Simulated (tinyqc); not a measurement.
Anisotropic elasticity and sound waves of a cubic crystal: one step, computed by the program tinyqc.

Voigt order 1..6 = xx, yy, zz, yz, xz, xy, with engineering shear strains. The rotated frame has x' as named, z' along the wafer normal and y' = z' x x'.

Question. Stiffness in the rotated frame. C'_ijkl = C12 delta_ij delta_kl + C44 (delta_ik delta_jl + delta_il delta_jk) - H sum_m a_im a_jm a_km a_lm.

Inputs (values chosen for the exercise, for a model crystal): C12 = 296 GPa; C44 = 171 GPa.

Frame: (001) wafer, x' along [210].

H = 105 GPa

direction cosines a (rows x', y', z' in the cube axes):
```
            x         y         z
x'   0.894427  0.447214  0.000000
y'  -0.447214  0.894427  0.000000
z'   0.000000  0.000000  1.000000
```

Give: C'.

Answer.

C' (GPa):
```
       1      2      3      4      5      6
1  566.6  262.4  296.0    0.0    0.0   25.2
2  262.4  566.6  296.0    0.0    0.0  -25.2
3  296.0  296.0  533.0    0.0    0.0    0.0
4    0.0    0.0    0.0  171.0    0.0    0.0
5    0.0    0.0    0.0    0.0  171.0    0.0
6   25.2  -25.2    0.0    0.0    0.0  137.4
```

Normal stress couples to shear strain in this frame.
